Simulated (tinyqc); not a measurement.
Hole mobility in a silicon inversion layer, empirical terms and Matthiessen rule: one step of the calculation.

Inversion layer of sheet density Ns on a uniformly doped body. The mobility terms are empirical power laws with prefactors chosen for the exercise; adding their inverses (Matthiessen) is itself an approximation.

Problem. Depletion charge and effective field. ni = sqrt(Nc Nv) exp(-Eg/(2 Vt)), Eg in volts; Ndep = sqrt(2 eps0 eps_r Nb (2 Vt ln(Nb/ni) + Vsb)/q); E = q (Ndep + eta Ns)/(eps0 eps_r), in MV/cm.

Values chosen for this exercise; material values close to those of silicon:
- T = 273 K (temperature)
- Eg = 1.11 eV (band gap)
- eps_r = 11.8 (relative permittivity of the semiconductor)
- Nc = 2.39e19 cm^-3 (conduction-band density of states at T)
- Nv = 2.34e19 cm^-3 (valence-band density of states at T)
- Nb = 6.1e17 cm^-3 (body doping)
- Vsb = 1 V (reverse body bias)
- eta = 0.3333 (weight of the inversion charge in the effective field)
- Ns = 2.6e12 cm^-2 (inversion density)

Constants: q = 1.602176634e-19 C, kB = 1.380649e-23 J/K, Vt = kB T/q, eps0 = 8.8541878128e-14 F/cm where lengths are in cm. Results are converted to the units shown.

Give: ni; Ndep; E.

Solution.

ni = 1.3431e9 cm^-3
Ndep = 3.9265e12 cm^-2
E = 0.73501 MV/cm

The depletion charge gives 81.9 % of the field.

Program tinyqc, `OMP_NUM_THREADS=1 python tinyqc.py 2510153 2510154 out.jsonl`; Intel Xeon 2.30GHz, shared host, one thread, about 0.01 s.
